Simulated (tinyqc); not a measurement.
What moves the results: gated graphene: carriers, quantum capacitance and optical conductivity. A value that a table varies takes the place of the one given here.

Cones E = +/- hv |k|, four flavours, D(E) = 2|E|/(pi hv^2). n = (2/pi)(kT/hv)^2 F_1(mu/kT), p = (2/pi)(kT/hv)^2 F_1(-mu/kT), in 1/angstrom^2 (1e16 for 1/cm^2); F_1(eta) = integral_0^infinity x dx/(1 + exp(x - eta)). Cq/e^2 = d(n - p)/d mu = (2 kT/(pi hv^2)) ln(2 + 2 cosh(mu/kT)).

Gate: V = mu/e + e (n - p)/Cox with Cox/e^2 = k/(4 pi e2 t), t in angstrom, e2 = e^2/(4 pi eps0); 1/(eV angstrom^2) in C/e^2 equals 1602.176634 microfarad/cm^2; total 1/C = 1/Cox + 1/Cq.

Conductivity over sigma0 = e^2/(4 hbar): interband Re = sinh(E/2kT)/(cosh(mu/kT) + cosh(E/2kT)); intraband Re = (8 kT/pi) ln(2 cosh(mu/2kT)) Gm/(E^2 + Gm^2). A free sheet absorbs about pi alpha_f Re(sigma/sigma0), alpha_f the fine-structure constant (alpha among the constants).

Constants: kB = 8.617333262e-05 eV/K; e^2/(4 pi eps0) = 14.39964547 eV angstrom; fine-structure constant alpha = 0.007297352564.

Inputs chosen for the exercise (Fermi velocity near that of graphene, gate dielectric near HfO2; not measured data): hv = 6.95 eV angstrom (hbar vF); T = 77 K; k = 17.41 (dielectric constant of the gate layer); t = 10 nm (its thickness); Gm = 5 meV (intraband damping); V = -0.17 V (gate voltage from the neutrality point).

## Gate sweep

Results:

| V (V) | mu (eV) | n - p (1/cm^2) | n + p (1/cm^2) | Cq (microfarad/cm^2) | C/Cox | Cox V/e (1/cm^2) |
|---|---|---|---|---|---|---|
| 0 | 0.0000 | 0 | 9.55e+09 | 0.194 | 0.112 | 0 |
| 0.0051 | 0.0045 | 5.62e+09 | 1.09e+10 | 0.210 | 0.120 | 4.91e+10 |
| 0.014 | 0.0122 | 1.75e+10 | 1.93e+10 | 0.299 | 0.162 | 1.35e+11 |
| 0.034 | 0.0278 | 6.01e+10 | 6.03e+10 | 0.590 | 0.277 | 3.27e+11 |
| 0.068 | 0.0499 | 1.74e+11 | 1.74e+11 | 1.05 | 0.406 | 6.54e+11 |
| 0.12 | 0.0777 | 4.07e+11 | 4.07e+11 | 1.64 | 0.516 | 1.15e+12 |
| 0.17 | 0.1002 | 6.71e+11 | 6.71e+11 | 2.12 | 0.579 | 1.64e+12 |
| 0.26 | 0.1347 | 1.21e+12 | 1.21e+12 | 2.84 | 0.649 | 2.50e+12 |
| 0.37 | 0.1703 | 1.92e+12 | 1.92e+12 | 3.60 | 0.700 | 3.56e+12 |

At neutrality n + p = 9.55e+09 1/cm^2 of thermal carriers remain and C/Cox = 0.112; at the last row C/Cox = 0.700 and the plain capacitor rule overstates n - p by 85.3 %. Between the last two rows mu goes as V^0.66; for |mu| well above kT the limits are 1/2 where Cox is small against Cq and 1 where it is large.

## Absorption spectrum

mu = -0.10022 eV

Results:

| E (eV) | interband | intraband | absorption (%) |
|---|---|---|---|
| 0.020 | 0.0000 | 1.5012 | 3.442 |
| 0.040 | 0.0000 | 0.3926 | 0.900 |
| 0.070 | 0.0001 | 0.1295 | 0.297 |
| 0.100 | 0.0005 | 0.0636 | 0.147 |
| 0.140 | 0.0104 | 0.0325 | 0.098 |
| 0.170 | 0.0917 | 0.0221 | 0.261 |
| 0.200 | 0.4918 | 0.0159 | 1.164 |
| 0.230 | 0.9027 | 0.0121 | 2.097 |
| 0.261 | 0.9897 | 0.0094 | 2.290 |
| 0.321 | 0.9999 | 0.0062 | 2.306 |
| 0.401 | 1.0000 | 0.0040 | 2.302 |
| 0.601 | 1.0000 | 0.0018 | 2.297 |

The edge lies at 2|mu| = 0.200 eV and, for |mu| above about 3 kT (here 15.1), rises from 10 % to 90 % over about 8.8 kT = 0.058 eV. The absorption is lowest, 0.098 %, at 0.140 eV of those listed, between the Drude tail and the edge; at the last row it is 2.297 % against pi alpha_f = 2.293 %. The thin-sheet formula fails where the absorption is large, and trigonal warping matters above about 1.5 eV.

## What moves the Fermi level

All results formed anew. Each row changes one parameter from the base and keeps the others.

Results:

| case | mu (eV) | n - p (1/cm^2) | C/Cox |
|---|---|---|---|
| base | -0.1002 | -6.714e+11 | 0.5786 |
| V = -0.221 V | -0.1205 | -9.667e+11 | 0.6228 |
| t = 7 nm | -0.1106 | -8.161e+11 | 0.5148 |
| k = 20.89 | -0.1056 | -7.439e+11 | 0.5465 |
| hv = 7.65 eV angstrom | -0.1058 | -6.172e+11 | 0.5448 |
| T = 177 K | -0.0984 | -6.887e+11 | 0.5743 |

The largest shifts from the base row, up to three for each result and ties (the steps differ in size, so this ranks the rows, not the parameters). mu (eV): V -0.0203, t -0.0104, hv -0.0056. n - p (1/cm^2): V -2.95e+11, t -1.45e+11, k -7.25e+10. C/Cox: t -0.0638, V +0.0442, hv -0.0338.

(tinyqc, `OMP_NUM_THREADS=1 python tinyqc.py 1650743 1650744 out.jsonl`, Intel(R) Xeon(R) Processor @ 2.30GHz, 1 thread, shared host, about 0.01 s.)
